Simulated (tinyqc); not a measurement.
Effective work function and flat-band voltage of a metal/high-k/SiO2/Si stack with a dipole layer: one step. Where the gate Fermi level points. Three cases, with inputs chosen for the exercise.

Task: Position (EWF - chi)/Eg, 0 at the conduction and 1 at the valence edge; distances to both edges and to mid-gap; capacitance C = 3.9 eps0/EOT with eps0 = 8.8541878e-12 F/m.

Case 1.

Values chosen (out of a larger set: a stack on Si capped with an yttrium-like oxide; not measured data): chi = 4.045 eV (electron affinity of the channel); Eg = 1.125 eV (gap of the channel).

EWF = 4.377944 eV
EOT = 10.9508 angstrom

Case 2.

Values chosen (out of a larger set: a stack on Si capped with a titanium-like oxide; not measured data): chi = 4.039 eV (electron affinity of the channel); Eg = 1.121 eV (gap of the channel).

EWF = 4.800807 eV
EOT = 18.1855 angstrom

Case 3.

Values chosen (out of a larger set: a stack on Si capped with a magnesium-like oxide; not measured data): chi = 4.055 eV (electron affinity of the channel); Eg = 1.122 eV (gap of the channel).

EWF = 4.689000 eV
EOT = 12.0031 angstrom

Give: position; EWF - chi, chi + Eg - EWF, EWF - mid-gap; C.

Result:

Case 1.

position = 0.296

EWF - chi, chi + Eg - EWF, EWF - mid-gap (eV): [0.333, 0.792, -0.230]

C = 3.153 microF/cm^2

EWF lies 0.23 eV from mid-gap on the n side and 0.33 eV from the nearer edge; thin undoped bodies use values within about 0.3 eV of mid-gap.

Case 2.

position = 0.680

EWF - chi, chi + Eg - EWF, EWF - mid-gap (eV): [0.762, 0.359, 0.201]

C = 1.899 microF/cm^2

EWF lies 0.20 eV from mid-gap on the p side and 0.36 eV from the nearer edge; thin undoped bodies use values within about 0.3 eV of mid-gap.

Case 3.

position = 0.565

EWF - chi, chi + Eg - EWF, EWF - mid-gap (eV): [0.634, 0.488, 0.073]

C = 2.877 microF/cm^2

EWF lies 0.07 eV from mid-gap on the p side and 0.49 eV from the nearer edge; thin undoped bodies use values within about 0.3 eV of mid-gap.

Computed by tinyqc, one run a case: `OMP_NUM_THREADS=1 python tinyqc.py N N+1 out.jsonl` with N = 1850452, 1850522, 1850546; one thread of a shared Intel(R) Xeon(R) Processor @ 2.30GHz, about 0.01 s a run at most.
